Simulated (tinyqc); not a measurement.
# Hole mobility in a silicon inversion layer, empirical terms and Matthiessen rule: effects of single changes

Inversion layer of sheet density Ns on a uniformly doped body. The mobility terms are empirical power laws with prefactors chosen for the exercise; adding their inverses (Matthiessen) is itself an approximation.

Parameters, values chosen for the exercise; material values close to those of silicon: temperature T = 250 K; band gap Eg = 1.11 eV; relative permittivity of the semiconductor eps_r = 11.5; conduction-band density of states at T Nc = 2.1e19 cm^-3; valence-band density of states at T Nv = 2e19 cm^-3; reverse body bias Vsb = 0.6 V; weight of the inversion charge in the effective field eta = 0.3333; phonon-limited mobility at 1 MV/cm and 300 K Ap = 143 cm^2/(V s); roughness-limited mobility at 1 MV/cm As = 393 cm^2/(V s); exponent of the roughness term gs = 1; Coulomb prefactor Ac = 2100 cm^2/(V s); charge at the interface Nit = 1.6e10 cm^-2; inversion density Ns = 1e12 cm^-2.

Constants: q = 1.602176634e-19 C, kB = 1.380649e-23 J/K, Vt = kB T/q, eps0 = 8.8541878128e-14 F/cm where lengths are in cm. Results are converted to the units shown.

Each table varies one quantity; the others keep the values above.

## Universality: two dopings at the same effective field

ni = sqrt(Nc Nv) exp(-Eg/(2 Vt)), Eg in volts; Ndep = sqrt(2 eps0 eps_r Nb (2 Vt ln(Nb/ni) + Vsb)/q); E = q (Ndep + eta Ns)/(eps0 eps_r), in MV/cm. With t = T/(300 K): muC = Ac (Ns/1e12 cm^-2) t/(Nb/1e17 cm^-3 + Nit/1e11 cm^-2), muP = Ap E^(-1/3) t^(-1.75), muS = As E^(-gs); 1/mu is the sum of the inverses. For each E, Ns is chosen to give that field on bodies with Nb = 3e16 and 2.5e17 cm^-3; the last column leaves out muC.

Result of one run:
```
E (MV/cm),"Ns, light body (cm^-2)","mu, light (cm^2/(V s))","Ns, heavy body (cm^-2)","mu, heavy (cm^2/(V s))",without muC (cm^2/(V s))
0.538,8.044e12,180.7,3.664e12,169.0,181.7
```

What becomes of these results when the effective field E is changed from 0.538 to 1.4 MV/cm, all else the same?

Result of the changed run:
```
E (MV/cm),"Ns, light body (cm^-2)","mu, light (cm^2/(V s))","Ns, heavy body (cm^-2)","mu, heavy (cm^2/(V s))",without muC (cm^2/(V s))
1.4,2.448e13,108.0,2.010e13,107.3,108.1
```

The whole series:
```
E (MV/cm),"Ns, light body (cm^-2)","mu, light (cm^2/(V s))","Ns, heavy body (cm^-2)","mu, heavy (cm^2/(V s))",without muC (cm^2/(V s))
0.367,4.783e12,216.1,4.037e11,119.9,218.7
0.444,6.252e12,198.0,1.872e12,171.8,199.7
0.538,8.044e12,180.7,3.664e12,169.0,181.7
0.651,1.020e13,164.3,5.819e12,158.2,165.0
0.788,1.281e13,148.8,8.431e12,145.3,149.3
0.955,1.600e13,134.2,1.162e13,132.2,134.5
1.16,1.990e13,120.4,1.552e13,119.2,120.6
1.4,2.448e13,108.0,2.010e13,107.3,108.1
```

The heavily doped body has 0.555 of the mobility of the light one in the first row and 0.993 in the last; there they lie 0.81 % below and 0.12 % below the curve without Coulomb scattering, which depends on E alone. The heavy body leaves that curve at low E because its field comes mostly from depletion charge and few carriers screen.

## Effect of the body doping

Same model as above.

Results:
```
Nb (cm^-3),E (MV/cm),muC (cm^2/(V s)),muP (cm^2/(V s)),muS (cm^2/(V s)),mu (cm^2/(V s))
2e16,0.1467,4861,373.0,2679,306.8
9.7e16,0.2649,1549,306.3,1483,218.1
2.1e17,0.3686,774.3,274.4,1066,170.2
4.7e17,0.5308,360.1,243.0,740.3,121.3
1e18,0.7576,172.2,215.8,518.8,80.86
2.3e18,1.134,75.56,188.7,346.6,46.69
5e18,1.663,34.89,166.1,236.3,25.70
```

Estimate the missing row, Nb = 4.4e16 cm^-3.

Computed row:
```
Nb (cm^-3),E (MV/cm),muC (cm^2/(V s)),muP (cm^2/(V s)),muS (cm^2/(V s)),mu (cm^2/(V s))
4.4e16,0.1939,2917,339.9,2027,264.7
```

With this row back in the table: As Nb goes from 2e16 to 5e18 cm^-3, E rises from 0.147 to 1.66 MV/cm and mu falls from 307 to 25.7 cm^2/(V s). The smallest term is the phonon one in the first row and the Coulomb one in the last. At Nb = 5e18 cm^-3 E passes 1.5 MV/cm, beyond the usual range of such laws.

tinyqc, about 0.01 s, one thread, Intel Xeon 2.30GHz (shared host): `OMP_NUM_THREADS=1 python tinyqc.py 2510159 2510160 out.jsonl`
